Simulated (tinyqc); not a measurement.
# Inputs raised by 10 %, one at a time

Model: Stoner model of a band magnet at zero temperature. Computed by tinyqc, a small Python program. Command: `OMP_NUM_THREADS=1 python tinyqc.py 3003185 3003186 out.jsonl stoner sens`. One thread of a shared host (Intel(R) Xeon(R) Processor @ 2.30GHz), about 0.01 s of CPU time with the checks.

Five orbitals per spin share one band; u = (E - E_bottom)/W runs from 0 to 1, and the states per spin, atom and energy are g = 5 d(u)/W with d = (8/pi) sqrt(u (1 - u)). N(u) is the integral of d from 0. The moment m = n_up - n_down (electrons per atom) moves the fillings to n +/- m/10; the energy is E(m) = E_band(m) - I m^2/4.

Inputs (values chosen for the exercise, for a model d band): band width W = 5 eV; filling n per spin orbital = 0.38; Stoner parameter I = 0.468 eV.

Density of states: semi-elliptic.

Method. Solve N(u_F) = n; g_F = 5 d(u_F)/W; the Stoner product is I g_F.

Runs:

| input moved | from | to | Stoner product I g_F | g_F (1/eV) |
|---|---|---|---|---|
| base run | - | - | 0.58506 | 1.2501 |
| band width W (eV) | 5 | 5.5 | 0.53188 | 1.1365 |
| filling n per spin orbital | 0.38 | 0.418 | 0.59088 | 1.2626 |
| Stoner parameter I (eV) | 0.468 | 0.5148 | 0.64357 | 1.2501 |

Exponents ln(y'/y) / ln(x'/x):

| input | Stoner product I g_F | g_F |
|---|---|---|
| band width W | -1.000 | -1.000 |
| filling n per spin orbital | 0.104 | 0.104 |
| Stoner parameter I | 1.000 | 0.000 |

To which inputs is each result most sensitive?

Among the inputs moved here: Stoner product I g_F answers most in size to band width W (exponent -1.000), and about equally to Stoner parameter I (+1.000). g_F answers most in size to band width W (exponent -1.000), next to filling n per spin orbital (+0.104); its exponent is below 0.0005 for Stoner parameter I.
